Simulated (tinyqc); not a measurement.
Against voltage: leakage through a gate insulator: direct, Fowler-Nordheim, trap-assisted and Poole-Frenkel currents. Computed by tinyqc, a small Python program. Command: `OMP_NUM_THREADS=1 python tinyqc.py 3006675 3006676 out.jsonl oxideleak walk`. One thread of a shared host (Intel(R) Xeon(R) Processor @ 2.30GHz), about 0.01 s of CPU time with the checks.

Electrons enter from the cathode Fermi level at x = 0; the conduction band of the insulator lies phi_b - e F x above it, F = V/t. WKB exponents use a parabolic band with mass m.

Inputs (values chosen for the exercise, with an insulator like SiO2):

| quantity | value | unit |
|---|---|---|
| thickness t | 2.2 | nm |
| barrier phi_b | 2.98 | eV |
| tunnelling mass m | 0.39 | m_0 |
| static constant eps_ox | 3.99 | - |
| trap depth phi_t | 1.8 | eV |
| trap density N_t | 3.7e+18 | cm^-3 |
| attempt rate nu_0 | 3e+13 | 1/s |
| activation of capture E_a | 0.24 | eV |
| temperature T | 350 | K |

Constants: e = 1.602176634e-19 C; hbar = 1.054571817e-34 J s; hbar^2/(2 m_0) = 3.80998212 eV angstrom^2; k_B = 8.617333262e-05 eV/K.

Method:
- For a level a distance phi(x) below the band, the WKB exponent is 2 int kappa dx with kappa = sqrt(m phi/(hbar^2/2m_0)); for a linear barrier from phi_1 down to phi_2 = max(phi_1 - e F d, 0) it is G = (4/3) sqrt(m/(hbar^2/2m_0)) (phi_1^(3/2) - phi_2^(3/2))/(e F).
- J_tun = e^3 F^2/(16 pi^2 hbar m phi_b) x exp(-G) / [1 - sqrt(phi_2/phi_b)]^2 with the free-electron mass in the cathode (m in m_0), phi_2 = max(phi_b - e V, 0): direct tunnelling for e V < phi_b, Fowler-Nordheim above. Image forces, back-flow and the limit on supply are left out, so J_tun is overstated below about 0.5 V.
- A trap at depth x lies phi_t below the band. Capture: tunnel at the cathode Fermi level from 0 to x (G_in from phi_1 = phi_b), rate nu_0 exp(-G_in - E_c/k_B T) with E_c = E_a + max(phi_b - phi_t - e F x, 0), the last term being the height of the trap above the cathode Fermi level. Emission: tunnel from the trap level to the anode (G_out from phi_1 = phi_t over t - x), rate nu_0 exp(-G_out - E_a/k_B T). Re-emission to the cathode follows from detailed balance, rate_back = rate_in exp(dE/k_B T) with dE = phi_b - phi_t - e F x. Each trap passes R = rate_in rate_out/(rate_in + rate_back + rate_out) electrons per second; filling from the anode is left out.
- J_TAT = e N_t int_0^t R dx by the midpoint rule on 400 intervals; the most effective depth is the midpoint with the largest R, rounded to 0.01 nm.

Currents:

| V (V) | F (MV/cm) | J_tun (A/cm^2) | J_TAT (A/cm^2) | best depth (nm) |
|---|---|---|---|---|
| 0.26 | 1.182 | 0.0445 | 1.4062e-18 | 0.99 |
| 0.53 | 2.409 | 0.0753 | 1.6994e-16 | 1.05 |
| 0.80 | 3.636 | 0.1297 | 1.3008e-13 | 2.20 |
| 1.07 | 4.864 | 0.2273 | 6.5594e-10 | 2.20 |
| 1.34 | 6.091 | 0.4067 | 5.9755e-07 | 1.94 |
| 1.61 | 7.318 | 0.7451 | 1.3997e-05 | 1.61 |
| 1.88 | 8.545 | 1.4028 | 1.2849e-04 | 1.38 |
| 2.15 | 9.773 | 2.7267 | 6.7208e-04 | 1.21 |
| 2.42 | 11.000 | 5.5041 | 2.3556e-03 | 1.08 |

Tunnelling without traps rules in every row. Over the range J_tun grows by 2.1 decades and J_TAT by 15.2. The highest rows may lie beyond breakdown. Below about 0.5 V the formula for J_tun, which has no back-flow, overstates the current.

Extremes, crossings and ranges named in words are read from the listed rows.
